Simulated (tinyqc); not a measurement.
Transverse acoustic branch against its sound line: Keating valence-force model of a tetrahedral crystal. Computed by tinyqc, a small Python program. Command: `OMP_NUM_THREADS=1 python tinyqc.py 3009460 3009461 out.jsonl keating walk`. One thread of a shared host (Intel(R) Xeon(R) Processor @ 2.30GHz), about 0.02 s of CPU time with the checks.

Atom A sits at 0 and atom B at a/4 (1,1,1) of an fcc lattice; the four bonds from A are t = a/4 (1,1,1), a/4 (1,-1,-1), a/4 (-1,1,-1), a/4 (-1,-1,1), of length d = sqrt(3) a/4. Energy: E = (3 alpha/(8 d^2)) sum over bonds (r.r - d^2)^2 + (3 beta/(8 d^2)) sum over pairs of bonds at one atom (r_i.r_j + d^2/3)^2, with beta_A for the six pairs at A and beta_B for the six at B. The cell holds two atoms, Omega = a^3/4. 1 N/m = 1 J/m^2. With constants fitted to the elastic moduli this model puts optical and zone-boundary frequencies of real crystals too high, by up to about 20 % in elemental crystals and up to about 50 % in compounds, and mostly by more for TA modes; in compounds the lattice part of the static dielectric constant then comes out too low.

Inputs (values chosen for the exercise, modelled on indium phosphide):
```
quantity                value      unit
lattice constant a      5.869  angstrom
mass M_A               114.82         u
mass M_B                30.97         u
bond stretching alpha    44.1       N/m
bond bending beta_A      5.98       N/m
bond bending beta_B      5.98       N/m
```

Structure: zinc blende.

Constants: nu for 1 eV/(angstrom^2 u) = 15.6333042 THz; 1 eV/angstrom^2 = 16.02176634 J/m^2; u = 1.6605390666e-27 kg.

Method:
- beta = (beta_A + beta_B)/2; C11 = (alpha + 3 beta)/a, C12 = (alpha - beta)/a, C44 = 4 alpha beta/(a (alpha + beta)); with the two sublattices clamped C44(0) = (alpha + beta)/a; internal-strain parameter zeta = (alpha - beta)/(alpha + beta); B = (C11 + 2 C12)/3.
- With displacements u exp(i q.r), each bracket changes by g.u, where g = (g_A, g_B): bond t, g = (-2 t, 2 t exp(i q.t)); pair (i, j) at A, g = (-(t_i + t_j), t_i exp(i q.t_j) + t_j exp(i q.t_i)); pair at B, g = (-t_i exp(-i q.t_j) - t_j exp(-i q.t_i), t_i + t_j). Then D_mn = sum over the 4 bonds and 12 pairs of (4 k/a^2) conj(g_m) g_n / sqrt(M_m M_n), with k = alpha or beta converted to eV/angstrom^2. Only the short-range forces enter; the Coulomb field of the charges is left out.
- An eigenvalue lambda of D in eV/(angstrom^2 u) gives nu = 15.6333042 THz x sqrt(lambda).
- The sound line is nu = v q/(2 pi) with v = sqrt(C44/rho), rho = (M_A + M_B)/Omega; the clamped line uses C44(0).

C44 = 35.8898 GPa

clamped C44(0) = 85.3297 GPa

Frequencies (THz) along G-X; columns: (1) q (2 pi/a); (2) lowest branch; (3) sound line, relaxed C44; (4) sound line, clamped C44(0); (5) third-lowest frequency; (6) highest frequency:
```
(1)      (2)     (3)     (4)     (5)     (6)
0.05  0.2330  0.2332  0.3596  0.3999  11.190
0.15  0.6945  0.6996  1.0787  1.1928  11.171
0.30  1.3580  1.3992  2.1574  2.3385  11.110
0.45  1.9585  2.0988  3.2361  3.3880  11.020
0.60  2.4624  2.7983  4.3148  4.2876  10.919
0.75  2.8356  3.4979  5.3936  4.9746  10.828
0.90  3.0477  4.1975  6.4723  5.3780  10.770
1.00  3.0891  4.6639  7.1914  5.4581  10.758
```

At small q the branch follows the relaxed line (0.999 of it, against 0.648 of the clamped one): in a long shear wave the sublattices shift against each other. At X it reaches 66 % of the relaxed line. Real tetrahedral semiconductors have flatter TA branches than a Keating model fitted to their elastic constants, which needs longer-ranged terms to mend.

Extremes, crossings and ranges named in words are read from the listed rows.
